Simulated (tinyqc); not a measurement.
Inputs raised by 2 %, one at a time: grain-boundary diffusion: Harrison regimes, Fisher and Le Claire analysis, Hart average. Computed by tinyqc, a small Python program. Command: `OMP_NUM_THREADS=1 python tinyqc.py 3012068 3012069 out.jsonl gbdiff sens`. One thread of a shared host (Intel(R) Xeon(R) Processor @ 2.30GHz), about 0.01 s of CPU time with the checks.

A boundary is a slab of width delta with diffusivity D_b, normal to a surface held at constant concentration; it leaks into grains of diffusivity D.

Inputs (values chosen for the exercise, for a model polycrystal):
```
quantity                          value   unit
lattice prefactor D0            5.3e-05  m^2/s
lattice activation energy E        2.31     eV
boundary prefactor D0b          6.4e-05  m^2/s
boundary activation energy E_b     1.29     eV
boundary width delta               0.91     nm
segregation factor s                  3      -
grain size d                      0.084     um
temperature T                       745      K
time t                             2600      s
```

Constants: k_B = 8.617333262e-05 eV/K.

Method:
- D = D0 exp(-E/(k_B T)), D_b = D0b exp(-E_b/(k_B T)).
- Triple product P = s delta D_b.
- l = sqrt(D t); P = s delta D_b; alpha = s delta/(2 l); beta = P/(2 D l). Regime A if l > 3 d, C if alpha > 1, B if alpha < 0.1, l < d/4 and beta > 10, otherwise a transition.
- Hart average for parallel slabs: f = delta/d, D_eff = (s f D_b + (1 - f) D)/(1 - f + s f); share of the boundaries = s f D_b/(s f D_b + (1 - f) D); depth sqrt(D_eff t).
- Fisher: the mean concentration falls as exp(-y/y_F), y_F = sqrt(P) (pi t/(4 D))^(1/4), with the boundary equation P d2c/dy2 = 2 c sqrt(D/(pi t)). Le Claire (from the Whipple solution): ln c falls as -(y/y_L)^(6/5) with P = 1.322 sqrt(D/t) y_L^2.

Runs:
```
input moved                           from       to  Le Claire depth y_L (um)  share of the boundaries        beta  depth sqrt(D_eff t) (um)
base run                                 -        -                    10.632                  1.00000  2.2954e+06                    3.1519
lattice activation energy E (eV)      2.31   2.3562                    12.727                  1.00000  6.7555e+06                    3.1519
boundary activation energy E_b (eV)   1.29   1.3158                     8.696                  1.00000  1.5358e+06                    2.5781
boundary width delta (nm)             0.91   0.9282                    10.738                  1.00000  2.3413e+06                    3.1825
grain size d (um)                    0.084  0.08568                    10.632                  1.00000  2.2954e+06                    3.1215
temperature T (K)                      745    759.9                    10.853                  1.00000  1.1813e+06                    3.8381
time t (s)                            2600     2652                    10.685                  1.00000  2.2728e+06                    3.1832
segregation factor s                     3     3.06                    10.738                  1.00000  2.3413e+06                    3.1822
```

Exponents ln(y'/y) / ln(x'/x):
```
input                           Le Claire depth y_L  share of the boundaries     beta  depth sqrt(D_eff t)
lattice activation energy E                   9.085                        0   54.511                0.000
boundary activation energy E_b              -10.147                        0  -20.294              -10.147
boundary width delta                          0.500                        0    1.000                0.489
grain size d                                  0.000                        0    0.000               -0.489
temperature T                                 1.041                        0  -33.546                9.948
time t                                        0.250                        0   -0.500                0.500
segregation factor s                          0.500                        0    1.000                0.484
```

To which inputs is each result most sensitive?

Among the inputs moved here: Le Claire depth y_L answers most in size to boundary activation energy E_b (exponent -10.147), next to lattice activation energy E (+9.085); its exponent is below 0.0005 for grain size d. Its exponent +0.250 in time t: the Le Claire depth goes as (t/D)^(1/4) at fixed P. share of the boundaries hardly depends on these (all exponents below 0.005). Beta answers most in size to lattice activation energy E (exponent +54.511), next to temperature T (-33.546); its exponent is below 0.0005 for grain size d. Its exponent -0.500 in time t: beta = P/(2 D sqrt(D t)). Depth sqrt(D_eff t) answers most in size to boundary activation energy E_b (exponent -10.147), and about equally to temperature T (+9.948); its exponent is below 0.0005 for lattice activation energy E. Its exponent +0.500 in time t: ordinary diffusion.

Caution (all rows): outside regime A (which needs sqrt(D t) above about 3 d) the Hart average and its depth are formal: they describe a profile only in regime A or at steady state. Caution (all rows): the Fisher and Le Claire forms need regime B with beta above 10.
